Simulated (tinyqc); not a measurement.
From one set of inputs to another, one input at a time: heat flow across a film from the phonon Boltzmann equation in the relaxation-time approximation. Computed by tinyqc, a small Python program. Command: `OMP_NUM_THREADS=1 python tinyqc.py 3025368 3025369 out.jsonl slabbte ladder`. One thread of a shared host (Intel(R) Xeon(R) Processor @ 2.30GHz), about 0.03 s of CPU time with the checks.

Two black walls, hot at x = 0 and cold at x = L, emit phonons isotropically. For one free path Lambda, with tau = x/Lambda, tau_L = L/Lambda and phi = (T - T_cold)/Delta T, energy balance gives phi(tau) = (1/2) [E2(tau) + int_0^tau_L phi(s) E1(|tau - s|) ds]; E_n are the exponential integrals. The flux over the ballistic flux C v Delta T/4 is psi = 1 - 2 int_0^tau_L phi(s) E2(s) ds, and kappa_eff/kappa = (3/4) tau_L psi. kappa = C v Lambda/3 is an input, so at fixed kappa a longer free path means a smaller C v.

The inputs printed are set A. Set A is modelled on indium phosphide; the values taken over come from a set modelled on gallium nitride. Inputs not listed in the table keep their values of set A, so the rows need not describe a real material.

Inputs (values chosen for the exercise, modelled on indium phosphide):
```
quantity                             value     unit
bulk conductivity kappa               68.3  W/(m K)
film thickness L                       850       nm
wall temperature difference Delta T    9.6        K
free path Lambda_1                     110       nm
free path Lambda_2                     940       nm
share f_2 of kappa                    0.29        -
cells n in the small system              4        -
```

Free-path groups: two.

Method:
- Cut the film into n equal cells with constant phi, collocated at the centres c_i: the kernel integrates to A_ij = |E2(|c_i - e_j|) - E2(|c_i - e_(j+1)|)|/2 for cell edges e_j, and A_ii = 1 - E2(half a cell); solve (1 - A) phi = E2(c)/2; psi = 1 - 2 sum_j phi_j [E3(e_j) - E3(e_(j+1))].
- Use 150 and 300 cells and extrapolate psi = (4 psi(300) - psi(150))/3. The jump at the hot wall is 1 - phi there (linear extrapolation from the first two of 300 cells). Two-flux (diffusion with slip) formula: psi = 1/(1 + 3 tau_L/4).
- Each group is solved on its own with 150 and 300 cells, psi = (4 psi(300) - psi(150))/3, and weighted by its share of kappa (f_1 is what the others leave); exchange of energy between groups inside the film is left out.
- Flux J = kappa_eff Delta T/L; apparent boundary resistance per wall (L/kappa_eff - L/kappa)/2.

Each row keeps all changes above it:
```
input moved                        from    to  kappa_eff (W/(m K))  flux J (GW/m^2)  psi for Lambda_1
set A                                 -     -                48.71            0.550            0.1458
free path Lambda_1 (nm)             110   100                49.30            0.557            0.1344
share f_2 of kappa                 0.29  0.43                44.84            0.506            0.1344
film thickness L (nm)               850    35                 8.65            2.372            0.7689
bulk conductivity kappa (W/(m K))  68.3   192                24.31            6.669            0.7689
free path Lambda_2 (nm)             940   990                24.21            6.639            0.7689
```

kappa_eff goes from 48.7 to 24.2, a factor 0.497 in all. The largest single move comes from film thickness L (a factor 0.193), and bulk conductivity kappa works against it (a factor 2.81). Flux J goes from 0.550 to 6.64, a factor 12.1 in all. The largest single move comes from film thickness L (a factor 4.68). psi for Lambda_1 goes from 0.146 to 0.769, a factor 5.28 in all. The largest single move comes from film thickness L (a factor 5.72). The single moves hold for this order of the switches; the total does not depend on the order.

Extremes, crossings and ranges named in words are read from the listed rows.
